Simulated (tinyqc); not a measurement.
Input admittance of a MOSFET at zero drain bias: distributed channel and distributed gate: one step of the calculation.

Source and drain grounded, strong inversion, w = 2 pi f, Cox = eps0 eox/tox. The channel is an RC line of resistance 1/(mu Cox Vo) per square fed from both ends, so one finger has the intrinsic admittance y = i w Cox L tanh(g)/g per width, g = (1/2) sqrt(i w tau), tau = L^2/(mu Vo). The vertical resistance rv/L is in series with y, the overlaps 2 i w Cov in parallel: y_t = 1/(1/y + rv/L) + 2 i w Cov. The gate strip is a line of Rsh/L per length loaded by y_t, so a finger has Y = y_t Wf tanh(k)/k, k = (Wf/sd) sqrt(y_t Rsh/L); the device has Nf Y.

Problem. Input impedance of the device. k and Y as defined; Z = 1/(Nf Y) = R + 1/(i w C); Q = |Im Z|/R; signal at the point farthest from a contact |1/cosh k|.

Inputs (values chosen for the exercise); values of the order met in silicon radio-frequency transistors: channel length L = 0.54 um; finger width Wf = 0.82 um; number of fingers Nf = 32; sheet resistance of the gate Rsh = 4.2 ohm/square; number of ends at which a finger is contacted sd = 1; frequency f = 26 GHz.

y_t = 615.0742+1119.2151i uS/um

Find: k; Nf Y; R; C; Q; signal at the far point.

Solution.

k = 0.070341+0.041606i
Nf Y = 16.179+29.305i mS
R = 14.439 ohm
C = 234.07 fF
Q = 1.8113
signal at the far point = 0.99839

Computed by the program tinyqc: `OMP_NUM_THREADS=1 python tinyqc.py 2262033 2262034 out.jsonl`, one thread of a shared Intel Xeon 2.30GHz, about 0.01 s for the whole run.
